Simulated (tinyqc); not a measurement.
Inside a calculation. Method: UHF in the sto-3g basis, for BeH, spin multiplicity 2. This run ends on a higher stationary point, not on the lowest solution. Computed by tinyqc, a small Python program that keeps every step (integrals from PySCF). Settings: charge = 0, multiplicity = 2, basis = sto-3g, energy threshold = 1e-08, iteration cap = 59, orthogonalisation = canonical, start = highest core orbitals, DIIS depth = 0, method = UHF. Command: `OMP_NUM_THREADS=1 python tinyqc.py 23677 23678 out.jsonl` (the two numbers bound the seeds that draw the settings). One thread of a shared host (Intel(R) Xeon(R) Processor @ 2.60GHz), about 0.1 s of CPU time with the checks.

Geometry (angstrom):
```
atom       x       y       z
Be    0.0000  0.0000  0.0000
H     0.0000  0.0000  1.4900
```

Stop when the energy changes by less than 1e-08 hartree and every element of the error matrix X^T (F D S - S D F) X (for each spin) is below 3e-05.

Course of the cycle:
```
iteration  E (hartree)     change  largest element of the error matrix
1            -3.807501          -                             6.02e-02
2           -14.046491  -1.02e+01                             1.47e-01
3           -14.682635  -6.36e-01                             1.84e-01
4           -14.804933  -1.22e-01                             2.84e-02
5           -14.807404  -2.47e-03                             1.13e-02
6           -14.808414  -1.01e-03                             9.85e-03
7           -14.809133  -7.20e-04                             8.26e-03
8           -14.809649  -5.16e-04                             6.87e-03
9           -14.810014  -3.65e-04                             5.69e-03
10          -14.810267  -2.54e-04                             4.71e-03
11          -14.810442  -1.74e-04                             3.87e-03
12          -14.810560  -1.19e-04                             3.17e-03
13          -14.810640  -7.98e-05                             2.59e-03
14          -14.810693  -5.32e-05                             2.11e-03
...                ...        ...                                  ...
21          -14.810791  -2.77e-06                             4.73e-04
22          -14.810793  -1.80e-06                             3.81e-04
23          -14.810794  -1.16e-06                             3.06e-04
24          -14.810795  -7.54e-07                             2.46e-04
25          -14.810795  -4.88e-07                             1.98e-04
26          -14.810795  -3.15e-07                             1.59e-04
27          -14.810796  -2.04e-07                             1.28e-04
28          -14.810796  -1.32e-07                             1.03e-04
29          -14.810796  -8.50e-08                             8.25e-05
30          -14.810796  -5.49e-08                             6.62e-05
31          -14.810796  -3.54e-08                             5.32e-05
32          -14.810796  -2.29e-08                             4.27e-05
33          -14.810796  -1.47e-08                             3.43e-05
34          -14.810796  -9.51e-09                             2.76e-05
```

Can the last value be used, and what does the course show?

No, though the log alone does not show it. Converged in 34 iterations. But the solution lies 0.11312 hartree above the reference: it is another stationary point, not the lowest one. Reruns (cap 100 unless said): DIIS 8: converged in 20 to a higher stationary point; damping 0.5: converged in 32 to a higher stationary point; level shift 0.5: converged in 75 to a higher stationary point; atomic densities as start, DIIS 8: converged in 9. PySCF UHF in the same basis, after a stability check = -14.923915 hartree.
